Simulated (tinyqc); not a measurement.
## p-i-n power rectifier, conductivity modulation at high injection: forward voltage and stored charge against the high-level lifetime

A drift layer from x = -d to d (2 d = W) between ideal p+ and n+ emitters (no recombination in them). High injection, n = p, ambipolar diffusion with one lifetime; both mobilities scale as (T/300 K)^(-bt).

Triangular field at breakdown with Ec = Kc N^(1/8): BV = eps0 eps_r Ec^2/(2 q N), so N = (eps0 eps_r Kc^2/(2 q BV))^(4/3); W = 2 BV/Ec; mu = mud (T/300 K)^(-bt); rho = 1/(q mu N); ideal resistance rho W. Da = 2 mun mup Vt/(mun + mup), La = sqrt(Da tau), B = (mun - mup)/(mun + mup) with mun = mud (T/300 K)^(-bt), mup likewise; n(x) = (tau J/(2 q La)) [cosh(x/La)/sinh(d/La) - B sinh(x/La)/cosh(d/La)]. Ohmic drop: integral of J/(q (mun + mup) n); diffusion (Dember) drop Vt B ln(n(-d)/n(d)); both junctions together Vt ln(n(-d) n(d)/ni^2), ni = sqrt(Nc Nv) exp(-Eg/(2 Vt)), Eg in volts; V_F = the sum; stored charge q times the integral of n. Integrals on a fine grid. Peak reverse current if all stored charge left in a linear ramp without recombination (an upper bound): sqrt(2 a Q). Rows where n falls below the doping are left out.

Parameters, values chosen for the exercise; bulk values close to those of silicon:
- T = 450 K (temperature)
- eps_r = 11.5 (relative permittivity)
- Kc = 3940 V/cm per (cm^-3)^(1/8) (critical-field constant)
- BV = 2400 V (rated breakdown voltage of the drift layer)
- mud = 1190 cm^2/(V s) (drift mobility at 300 K)
- bt = 2.5 (temperature exponent of the drift mobility)
- mup = 416 cm^2/(V s) (hole mobility at 300 K)
- Eg = 1.08 eV (band gap)
- Nc = 5.14e19 cm^-3 (conduction-band density of states at T)
- Nv = 4.87e19 cm^-3 (valence-band density of states at T)
- J = 100 A/cm^2 (forward current density)
- a = 90 A/(cm^2 us) (ramp rate of the current at turn-off)

Constants: q = 1.602176634e-19 C, kB = 1.380649e-23 J/K, Vt = kB T/q, eps0 = 8.8541878128e-14 F/cm where lengths are in cm. Results are converted to the units shown.

The same in every row: J rho W (V) = 597.6.

Result of one run:
```
tau (s),d/La,"drift drop, ohmic and diffusion (V)",junction drops (V),V_F (V),Q (uC/cm^2),sqrt(2 a Q) (A/cm^2),lowest n over N
0.00019,0.2867,0.006300,0.9049,0.9112,1.900e4,1849,8.845e4
```

What becomes of these results when the high-level lifetime tau is changed from 0.00019 to 2.1e-5 s, all else the same?

Result of the changed run:
```
tau (s),d/La,"drift drop, ohmic and diffusion (V)",junction drops (V),V_F (V),Q (uC/cm^2),sqrt(2 a Q) (A/cm^2),lowest n over N
2.1e-5,0.8623,0.05457,0.7463,0.8008,2100,614.8,8346
```

The whole series:
```
tau (s),d/La,"drift drop, ohmic and diffusion (V)",junction drops (V),V_F (V),Q (uC/cm^2),sqrt(2 a Q) (A/cm^2),lowest n over N
2.3e-6,2.606,0.6591,0.6258,1.285,230.0,203.5,372.7
4.9e-6,1.785,0.2498,0.6605,0.9103,490.0,297.0,1280
1e-5,1.250,0.1149,0.6996,0.8145,1000,424.3,3392
2.1e-5,0.8623,0.05457,0.7463,0.8008,2100,614.8,8346
4.4e-5,0.5957,0.02649,0.7971,0.8236,4400,889.9,1.910e4
9.2e-5,0.4120,0.01288,0.8506,0.8635,9200,1287,4.184e4
0.00019,0.2867,0.006300,0.9049,0.9112,1.900e4,1849,8.845e4
0.0004,0.1976,0.003010,0.9615,0.9646,4.000e4,2683,1.884e5
0.00084,0.1363,0.001438,1.019,1.020,8.400e4,3888,3.980e5
```

V_F goes from 1.28 through a minimum of 0.801 (at tau = 2.1e-5 among the rows listed) to 1.02 V; the drift drop falls from 0.659 to 0.00144 V and the junction drops rise from 0.626 to 1.02 V. The minimum falls at d/La = 0.86: a short lifetime starves the middle of the layer, a long one raises the edge densities and with them the junction drops. Where n exceeds a few 1e17 cm^-3, emitter and Auger recombination, left out here, lower n and change V_F.

tinyqc, about 0.01 s, one thread, Intel Xeon 2.30GHz (shared host): `OMP_NUM_THREADS=1 python tinyqc.py 2230001 2230002 out.jsonl`
